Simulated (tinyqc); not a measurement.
Inputs raised by 10 %, one at a time: vacuum evaporation: vapour pressure, source flux, thickness distribution, purity and step coverage. Computed by tinyqc, a small Python program. Command: `OMP_NUM_THREADS=1 python tinyqc.py 3111698 3111699 out.jsonl evap sens`. One thread of a shared host (Intel(R) Xeon(R) Processor @ 2.30GHz), about 0.01 s of CPU time with the checks.

Molecular flow, unit sticking of the metal, no re-evaporation. The background gas is taken as water vapour (18.015 g/mol, collision diameter 0.37 nm) at 300 K.

Inputs (values chosen for the exercise, modelled on titanium, with constants for the liquid): molar mass M = 47.87 g/mol; film density rho = 4.51 g/cm^3; vapour-pressure constant A = 11.37; vapour-pressure constant B = 22830 K; source temperature T = 2160 K; source area = 0.25 cm^2; directionality n = 1; source-to-wafer distance h = 59 cm; wafer radius R = 5 cm; background pressure p = 0.002 Pa; sticking of background gas = 0.6.

Constants: u = 1.6605390666e-27 kg; k_B = 1.380649e-23 J/K; R = 8.314462618 J/(mol K).

Method:
- log10(p_v/Pa) = A - B/T; flux from the surface Phi = p_v/sqrt(2 pi m k_B T), m = M u.
- Mass loss = Phi x area x m; heat of evaporation = ln(10) R B; d ln Phi/dT = ln(10) B/T^2 - 1/(2 T).
- A small source emits (n + 1) Phi area cos^n(phi)/(2 pi) per solid angle; on a parallel plane at height h and lateral distance l the arrival rate is (n + 1) Phi area/(2 pi h^2) x (1 + (l/h)^2)^(-(n + 3)/2). Growth rate = arrival rate x m/rho, m = M u. The wafer is fixed and centred above the source.
- Mean free path lambda = k_B T_g/(sqrt2 pi d^2 p); unscattered share exp(-h/lambda); gas arrival p/sqrt(2 pi m_g k_B T_g); impurity ratio = sticking x gas arrival/metal arrival; monolayer time = 1e15 cm^-2/(sticking x gas arrival).

Runs; columns: (1) input moved; (2) from; (3) to; (4) growth rate at the centre (nm/s); (5) non-uniformity (max - min)/(max + min) (%); (6) share of the material that lands on the wafer, 1 - (1 + (R/h)^2)^(-(n + 1)/2) (%); (7) impurity ratio:
```
(1)                                (2)     (3)      (4)      (5)      (6)     (7)
base run                             -       -  0.02086  0.71561  0.71306   36.34
source temperature T (K)          2160    2376  0.18173  0.71561  0.71306    4.17
source area (cm^2)                0.25   0.275  0.02294  0.71561  0.71306   33.04
source-to-wafer distance h (cm)     59    64.9  0.01724  0.59178  0.59004   43.97
wafer radius R (cm)                  5     5.5  0.02086  0.86523  0.86152   36.34
directionality n                     1     1.1  0.02190  0.73350  0.74858   34.61
background pressure p (Pa)       0.002  0.0022  0.02086  0.71561  0.71306   39.98
vapour-pressure constant B (K)   22830   25113  0.00183  0.71561  0.71306  414.35
```

Exponents ln(y'/y) / ln(x'/x); columns: (1) input; (2) growth rate at the centre; (3) non-uniformity (max - min)/(max + min); (4) share of the material that lands on the wafer, 1 - (1 + (R/h)^2)^(-(n + 1)/2); (5) impurity ratio:
```
(1)                             (2)     (3)     (4)      (5)
source temperature T         22.713   0.000   0.000  -22.713
source area                   1.000   0.000   0.000   -1.000
source-to-wafer distance h   -2.000  -1.993  -1.987    2.000
wafer radius R                0.000   1.992   1.984    0.000
directionality n              0.512   0.259   0.510   -0.512
background pressure p         0.000   0.000   0.000    1.000
vapour-pressure constant B  -25.535   0.000   0.000   25.535
```

To which inputs is each result most sensitive?

Among the inputs moved here: growth rate at the centre answers most in size to vapour-pressure constant B (exponent -25.535), next to source temperature T (+22.713); its exponent is below 0.0005 for wafer radius R, background pressure p. Its exponent -2.000 in source-to-wafer distance h: a point source. Non-uniformity (max - min)/(max + min) answers most in size to source-to-wafer distance h (exponent -1.993), and about equally to wafer radius R (+1.992); its exponent is below 0.0005 for source temperature T, source area, background pressure p, vapour-pressure constant B. Its exponent -1.993 in source-to-wafer distance h: the fall-off goes as (R/h)^2. share of the material that lands on the wafer, 1 - (1 + (R/h)^2)^(-(n + 1)/2) answers most in size to source-to-wafer distance h (exponent -1.987), and about equally to wafer radius R (+1.984); its exponent is below 0.0005 for source temperature T, source area, background pressure p, vapour-pressure constant B. Its exponent +1.984 in wafer radius R: the solid angle of a small wafer. Impurity ratio answers most in size to vapour-pressure constant B (exponent +25.535), next to source temperature T (-22.713); its exponent is below 0.0005 for wafer radius R. Its exponent +2.000 in source-to-wafer distance h: the metal flux falls as 1/h^2.

Caution (all rows): more gas than metal sticks, so a compound rather than a metal film would grow. Caution (rows source temperature T): at this vapour pressure atoms collide above the melt, which widens the beam and lowers the net flux.
